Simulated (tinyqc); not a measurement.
Gain spectrum: optical gain and spontaneous emission in a bulk direct-gap semiconductor.

Parabolic bands, vertical transitions, no excitons. For each hole band j: mr = me mj/(me + mj); joint density of states J_j(E) = (mr/c)^(3/2) sqrt(E - Eg)/(2 pi^2), both spins, c = hbar^2/2m0; averaged matrix element |e.p|^2 = m0 Ep/6; alpha_j(E) = 4 pi^2 alpha_f c Ep J_j/(3 nr E) in 1/angstrom (alpha_f the fine-structure constant, listed as alpha among the constants), times 1e8 for 1/cm.

F_j(eta) = (1/Gamma(j + 1)) integral_0^infinity x^j dx/(1 + exp(x - eta)), which tends to exp(eta) for eta << 0.

Quasi-Fermi levels: n = Nc F_1/2(Fc/kT) and p = Nv F_1/2(Fv/kT), Fc counted up from the conduction edge and Fv down from the valence edge; Nc, Nv from N = 2 (m kB T/(4 pi c))^(3/2) with c = hbar^2/2m0, in 1/angstrom^3; times 1e24 for 1/cm^3, with me and (mhh^(3/2) + mlh^(3/2))^(2/3).

For band j the electron sits at Ee = (E - Eg) mr/me above its edge and the hole at Eh = (E - Eg) mr/mj; fe = 1/(1 + exp((Ee - Fc)/kT)), fh = 1/(1 + exp((Eh - Fv)/kT)); gain g = sum_j alpha_j (fe + fh - 1).

Constants: hbar^2/2m0 = 3.80998211 eV angstrom^2; fine-structure constant alpha = 0.007297352564; kB = 8.617333262e-05 eV/K.

Inputs chosen for the exercise (near those of GaN; the results hold for these values, not for the real material): Eg = 3.402 eV (direct gap); me = 0.1991 m0 (electron mass); mhh = 1.387 m0 (heavy-hole mass); mlh = 0.2932 m0 (light-hole mass); Ep = 16.9 eV (Kane energy); nr = 2.57 (refractive index); T = 300 K; n = 5e+18 1/cm^3 (injected density, n = p).

At the density n.

Spectrum:
```
E - Eg (eV),"alpha, empty (1/cm)","fe, heavy","fh, heavy",g (1/cm)
0.005,3860,0.803,0.101,-362
0.020,7686,0.711,0.095,-1421
0.030,9386,0.637,0.091,-2393
0.045,11446,0.514,0.085,-4233
0.060,13159,0.389,0.080,-6411
0.080,15108,0.244,0.073,-9508
0.100,16795,0.141,0.066,-12450
0.130,18986,0.056,0.058,-16164
0.170,21469,0.015,0.048,-19856
0.220,24085,0.003,0.038,-23164
```

Give the missing row, E - Eg (eV) = 0.010.

Computed row:
```
E - Eg (eV)  alpha, empty (1/cm)  fe, heavy  fh, heavy  g (1/cm)
0.010                       5451      0.775      0.099      -666
```

Fc + Fv = -0.0150 eV

No listed energy has gain; the carriers only bleach the edge. At 0.220 eV above the gap g is -0.96 times the absorption of the empty crystal, whose limit is -1.

(tinyqc, `OMP_NUM_THREADS=1 python tinyqc.py 1681517 1681518 out.jsonl`, Intel(R) Xeon(R) Processor @ 2.30GHz, 1 thread, shared host, about 0.08 s.)
